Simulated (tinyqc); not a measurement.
Worked calculation: Rayleigh-quotient iteration on a symmetric matrix. Computed by tinyqc, a small Python program that keeps every step. Settings: method = rayleigh, shift = 0.42. Command: `OMP_NUM_THREADS=1 python tinyqc.py 29466 29467 out.jsonl` (the two numbers bound the seeds that draw the settings). One thread of a shared host (Intel(R) Xeon(R) Processor @ 2.60GHz), about 0.01 s of CPU time with the checks.

## Step 1

A, lower triangle:
```
           1         2         3         4
1   0.191000
2   0.608000  1.181000
3   0.395000  0.469000  1.304000
4  -0.112000  0.873000  0.199000  1.519000
```

vector v at the start: 0.500000  0.500000  0.500000  0.500000

shift = 0.420000

solve (A - shift) w = v; v' = w/|w| with its largest component positive (the first on a tie); lambda = v'^T A v'; the next shift is lambda.

vector after step 1: -0.050521  0.904810  0.403001  -0.127891

Rayleigh quotient after step 1 = 1.250338

## Step 2

As before.

vector after step 2: 0.349014  -0.018949  0.804823  -0.479676

Rayleigh quotient after step 2 = 1.317130

## Step 3

As before.

vector after step 3: 0.321563  0.015265  0.723688  -0.610443

Rayleigh quotient after step 3 = 1.321051

## Course of the iteration

Stop when the residual |A v - lambda v| is below 1e-9.

Steps:
```
step      lambda  residual
1     1.25033843  1.21e+00
2     1.31713047  1.78e-01
3     1.32105057  6.33e-04
4     1.32105074  1.17e-10
```

all eigenvalues, for comparison: -0.266118  0.617966  1.321051  2.522101

Converged in 4 steps.
